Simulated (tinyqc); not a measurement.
Inside a calculation. Method: Hubbard ring of 4 sites. Computed by tinyqc, a small Python program that keeps every step. Settings: hopping = 1.26, U = 6.5, mixing = 0.2, iteration cap = 70. Command: `OMP_NUM_THREADS=1 python tinyqc.py 23524 23525 out.jsonl` (the two numbers bound the seeds that draw the settings). One thread of a shared host (Intel(R) Xeon(R) Processor @ 2.60GHz), about 0.2 s of CPU time with the checks.

one-body matrix (hopping and site energies) (eV), lower triangle:
```
           1          2          3         4
1  -0.530000
2  -1.260000  -0.310000
3   0.000000  -1.260000   0.540000
4  -1.260000   0.000000  -1.260000  0.780000
```

U = 6.500000 eV

electrons, up and down: 2  2

n(up) at the start (a guess, not normalised): 1 0.550000, 2 0.450000, 3 0.550000, 4 0.450000

n(down) at the start (a guess): 1 0.450000, 2 0.550000, 3 0.450000, 4 0.550000

Each step fills the lowest levels of T + U n(other spin) and sets n(new) = n + mixing (n(out) - n); stop when output and input agree to 1e-8.

Course of the cycle:
```
iteration       E (eV)  largest |n(out) - n(in)|  mean |n_up - n_down|
1           0.45844982                  3.14e-01              0.488591
2          -0.32885733                  2.39e-01              0.592166
3          -0.63663441                  2.02e-01              0.647643
4          -0.84734399                  1.79e-01              0.691111
5          -0.99826400                  1.67e-01              0.725956
6          -1.10556566                  1.53e-01              0.753811
7          -1.18097004                  1.37e-01              0.776009
8          -1.23349790                  1.21e-01              0.793696
9          -1.26989776                  1.05e-01              0.807816
10         -1.29505786                  9.14e-02              0.819131
11         -1.31243733                  7.88e-02              0.828236
...                ...                       ...                   ...
60         -1.35171382                  1.65e-05              0.869767
61         -1.35171382                  1.39e-05              0.869768
62         -1.35171382                  1.16e-05              0.869769
63         -1.35171382                  9.76e-06              0.869770
64         -1.35171382                  8.19e-06              0.869770
65         -1.35171382                  6.87e-06              0.869771
66         -1.35171382                  5.76e-06              0.869771
67         -1.35171382                  4.83e-06              0.869772
68         -1.35171382                  4.05e-06              0.869772
69         -1.35171382                  3.40e-06              0.869772
70         -1.35171382                  2.85e-06              0.869772
```

Can the last value be used, and what does the course show?

Not by the stop rule, although the second column moves by less than 1e-07 over the last three steps. Not converged within 70 iterations: the residual falls steadily but slowly, by a factor of about 0.84 a step. The lowest mean-field energy found from random starts is -1.35171 eV. Reruns (cap 100 unless said): mixing 0.5: converged in 36 (E = -1.35171); mixing 0.9: converged in 16 (E = -1.35171); the original settings with a cap of 400: converged in 103 (E = -1.35171).
